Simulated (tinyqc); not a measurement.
What moves the results of cold (Marzari-Vanderbilt) smearing: smearing for a one-band metal on the fcc lattice.

Lattice vectors (units of a): a1 = (0, 1/2, 1/2), a2 = (1/2, 0, 1/2), a3 = (1/2, 1/2, 0). E(k) = -t A_1(k) - t2 A_2(k), A_m the sum of cos(k . R) over the 12 nearest and 6 second lattice vectors. Mesh k = sum (j_i/N) b_i, j_i = 0 .. N-1.

With x = (E_k - mu)/sigma: cold (Marzari-Vanderbilt) with y = x + 1/sqrt(2), f = erfc(y)/2 + exp(-y^2)/sqrt(2 pi), s = y exp(-y^2)/sqrt(2 pi). With weights w = points/N^d (d the dimension), mu solves 2 sum w f = ne; E = 2 sum w f E_k, S = 2 sum w s, F = E - sigma S.

Values chosen for the exercise:
- t = 0.84 eV (nearest hopping)
- t2 = 0.16 eV (second hopping)
- ne = 0.83 (electrons per cell)
- N = 4 (unshifted mesh)
- sigma = 0.252 eV (width)

All sums formed anew. Each row changes one parameter from the base and keeps the others.

Results:
```
case              mu (eV)   E (eV)        S   F (eV)
base               0.5296  -2.1793  -0.0180  -2.1747
N = 8              0.6906  -2.2035   0.0422  -2.2141
sigma = 0.504 eV   0.6955  -2.1687   0.0085  -2.1730
ne = 0.93          1.0569  -2.0927   0.0121  -2.0957
t2 = 0.244 eV      0.6979  -2.1660  -0.0185  -2.1613
t = 0.924 eV       0.5296  -2.3998  -0.0180  -2.3952
```

The largest shifts from the base row, up to three for each result and ties (the steps differ in size, so this ranks the rows, not the parameters). mu (eV): ne +0.5273, t2 +0.1683, sigma +0.1659; unchanged at the printed digits by t. E (eV): t -0.2205, ne +0.0866, N -0.0242. S: N +0.0602, ne +0.0301, sigma +0.0265; unchanged at the printed digits by t. F (eV): t -0.2205, ne +0.0790, N -0.0394.

tinyqc: `OMP_NUM_THREADS=1 python tinyqc.py 1680948 1680949 out.jsonl`; about 0.2 s, one thread, shared Intel(R) Xeon(R) Processor @ 2.30GHz.
